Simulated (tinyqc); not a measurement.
Inside a calculation. Model: carrier lifetime from Shockley-Read-Hall, radiative, Auger and surface recombination. Computed by tinyqc, a small Python program that keeps every step. Command: `OMP_NUM_THREADS=1 python tinyqc.py 3031864 3031865 out.jsonl lifetime walk`. One thread of a shared host (Intel(R) Xeon(R) Processor @ 2.30GHz), about 0.02 s of CPU time with the checks. Intermediate numbers are printed to about 6 digits and carried at full precision; extremes and crossings named in words are read from the listed rows.

Energies are counted from the top of the valence band. Boltzmann statistics, full ionisation, and equal excess densities of electrons and holes.

Inputs (values chosen for the exercise, with bands modelled on InP):
```
quantity,value,unit
gap E_g,1.38,eV
electron mass m_e,0.0779,m_0
valleys M_c,1,-
hole mass m_h,0.593,m_0
temperature T,250,K
doping N,6.5e+14,cm^-3
trap level E_t,0.85,eV
trap density N_t,1.1e+13,cm^-3
electron cross-section sigma_n,2.8e-17,cm^2
hole cross-section sigma_p,4.8e-15,cm^2
radiative coefficient B,1.3e-10,cm^3/s
Auger coefficient C_n,1e-30,cm^6/s
Auger coefficient C_p,1.6e-30,cm^6/s
excess density dn,6.2e+17,cm^-3
generation rate G,8.6e+21,cm^-3 s^-1
diffusion coefficient D,29,cm^2/s
```

Doping: n-type. Surface term: none.

Constants: m_0 = 9.1093837015e-31 kg; k_B = 1.380649e-23 J/K; h = 6.62607015e-34 J s; k_B = 8.617333262e-05 eV/K.

## Equilibrium densities

N_c = 2 M_c (2 pi m_e k_B T/h^2)^(3/2) and N_v = 2 (2 pi m_h k_B T/h^2)^(3/2), masses in units of m_0. n_i = sqrt(N_c N_v) exp(-E_g/2 k_B T); majority density N/2 + sqrt(N^2/4 + n_i^2), minority density n_i^2 over it.

N_c = 4.15056e+17 cm^-3

N_v = 8.71730e+18 cm^-3

n_i = 23413.0 cm^-3

n_0 = 6.50e+14 cm^-3

p_0 = 8.43334e-07 cm^-3

## Capture times and SRH densities

v = sqrt(3 k_B T/m) with m_e or m_h; tau_n0 = 1/(sigma_n v_n N_t), tau_p0 = 1/(sigma_p v_p N_t); n1 = N_c exp(-(E_g - E_t)/k_B T), p1 = N_v exp(-E_t/k_B T).

v_n = 3.81996e+07 cm/s

v_p = 1.38452e+07 cm/s

tau_n0 = 8.49944e-05 s

tau_p0 = 1.36794e-06 s

n1 = 8.58572e+06 cm^-3

p1 = 63.8464 cm^-3

n1 and p1 are both far below the doping: the level acts as a deep recombination centre.

## Lifetimes at the given injection

With n = n_0 + dn, p = p_0 + dn and U/dn = 1/tau: (n p - n_i^2)/dn = n_0 + p_0 + dn = s; 1/tau_SRH = s/[tau_p0 (n + n1) + tau_n0 (p + p1)]; 1/tau_rad = B s; 1/tau_Aug = (C_n n + C_p p) s; the rates add. Radiative efficiency = tau_eff/tau_rad; effective diffusion length = sqrt(D tau_eff).

tau_SRH at dn = 8.62733e-05 s

tau_rad at dn = 1.23940e-08 s

tau_Aug at dn = 9.99110e-07 s

effective lifetime at dn = 1.22404e-08 s

radiative efficiency at dn = 0.987607

effective diffusion length at dn = 5.95794 micrometre

Radiative recombination carries 99 % of the rate; dn/N = 950 is high injection. Caution: the excess density is near an effective density of states, where Boltzmann statistics fail. Caution: beyond low injection D should be the ambipolar coefficient.

## Steady state under generation

dn solves dn/tau_eff(dn) = G (60 bisections in ln dn between 1e-2 and 1e22 cm^-3); the splitting of the quasi-Fermi levels is k_B T ln(n p/n_i^2).

steady excess density = 7.76822e+15 cm^-3

lifetime in the steady state = 9.03281e-07 s

quasi-Fermi splitting under G = 1.14472 eV

The splitting, an upper bound for e V_oc, is 83 % of the gap.

## Lifetime against injection

Rows stop below half the smaller effective density of states.

Lifetimes (s):
```
dn (cm^-3),SRH,radiative,Auger,effective,radiative efficiency,fastest channel
1.00e+10,1.36924e-06,1.18341e-05,2.36673e+00,1.22725e-06,0.103704,SRH
1.00e+11,1.38101e-06,1.18325e-05,2.36555e+00,1.23667e-06,0.104515,SRH
1.00e+12,1.49850e-06,1.18161e-05,2.35381e+00,1.32985e-06,0.112545,SRH
1.00e+13,2.65573e-06,1.16550e-05,2.24135e+00,2.16289e-06,0.185576,SRH
1.00e+14,1.27005e-05,1.02564e-05,1.46520e+00,5.67416e-06,0.553230,radiative
1.00e+15,5.28797e-05,4.66200e-06,1.86480e-01,4.28419e-06,0.918959,radiative
1.00e+16,8.11749e-05,7.22282e-07,3.52333e-03,7.15767e-07,0.990979,radiative
1.00e+17,8.58134e-05,7.64263e-08,3.81179e-05,7.62056e-08,0.997113,radiative
```

tau_SRH goes from 1.37e-6 s at low injection (the minority capture time, 1.37e-6 s) to 8.58e-5 s in the last row; at high injection it tends to tau_n0 + tau_p0 = 8.64e-5 s. Ruling channel by row: SRH from 1e10, radiative from 1e14 cm^-3.

## Where in the gap a trap does harm

Low injection: tau = [tau_p0 (n_0 + n1) + tau_n0 (p_0 + p1)]/(n_0 + p_0). Depleted region (n = p = 0): generation lifetime tau_g = (tau_p0 n1 + tau_n0 p1)/n_i. n1 = N_c exp(-(E_g - E_t)/k_B T), p1 = N_v exp(-E_t/k_B T).

The same trap at other energies:
```
E_t (eV),SRH lifetime (s),generation lifetime (s)
0.083,2.41923e-02,6.71598e+08
0.207,7.79140e-05,2.12510e+06
0.345,1.49440e-06,3.51093e+03
0.483,1.36814e-06,5.80049e+00
0.621,1.36794e-06,9.58313e-03
0.690,1.36794e-06,3.89817e-04
0.759,1.36794e-06,2.31761e-05
0.897,1.36794e-06,4.44495e-03
1.035,1.36803e-06,2.69043e+00
1.173,1.42659e-06,1.62847e+03
1.297,1.99055e-05,5.14647e+05
```

The SRH lifetime (other channels left aside) stays within 10 % of its least value, among these rows, from E_t = 0.345 to 1.173 eV. The generation lifetime has a sharp minimum, among these rows at 0.759 eV and exactly at 0.767 eV, where tau_p0 n1 = tau_n0 p1, since generation needs two thermal jumps and the larger one rules.

Checks made by the program: n1 p1 = n_i^2 (relative difference below 1e-10).
